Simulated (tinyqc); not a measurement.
Plane-wave Kohn-Sham cycle with exchange-only LDA in a layered model solid, step by step. One step of it, computed by the program tinyqc.

Task: Iteration 1: potential. V_H(G) = 4 pi rho(G)/G^2 for G != 0 (uniform background); v_x = -(3 rho/pi)^(1/3); V = V_ext + V_H + v_x; Fourier components f(G_m) = (1/N) sum_j f(x_j) exp(-i G_m x_j).

A solid whose potential varies along x alone (atomic units):
```
parameter                      value
period a                    9.100000
cross-section of the cell  30.000000
electrons per cell                 2
grid points                       16
plane waves -n..n, n               2
k points                           3
V1 in V1 cos(2 pi x/a)     -0.510000
```

density at the start, on the grid x_j = j a/N (e/bohr^3): [0.00732601, 0.00732601, 0.00732601, 0.00732601, 0.00732601, 0.00732601, 0.00732601, 0.00732601, 0.00732601, 0.00732601, 0.00732601, 0.00732601, 0.00732601, 0.00732601, 0.00732601, 0.00732601]

Give: Potentials on the grid; V(G_m), m = 0, 1, 2, ....

Result:

Potentials on the grid (hartree):
```
x         V_ext     V_H      v_x        V
0.0000  -0.5100  0.0000  -0.1913  -0.7013
0.5687  -0.4712  0.0000  -0.1913  -0.6624
1.1375  -0.3606  0.0000  -0.1913  -0.5519
1.7063  -0.1952  0.0000  -0.1913  -0.3864
2.2750        0  0.0000  -0.1913  -0.1913
2.8438   0.1952  0.0000  -0.1913   0.0039
3.4125   0.3606  0.0000  -0.1913   0.1694
3.9813   0.4712  0.0000  -0.1913   0.2799
4.5500   0.5100  0.0000  -0.1913   0.3187
5.1188   0.4712  0.0000  -0.1913   0.2799
5.6875   0.3606  0.0000  -0.1913   0.1694
6.2562   0.1952  0.0000  -0.1913   0.0039
6.8250        0  0.0000  -0.1913  -0.1913
7.3937  -0.1952  0.0000  -0.1913  -0.3864
7.9625  -0.3606  0.0000  -0.1913  -0.5519
8.5312  -0.4712  0.0000  -0.1913  -0.6624
```

V(G_m), m = 0, 1, 2, ... (hartree): [-0.1913, -0.2550, 0.0000, 0.0000, 0.0000]
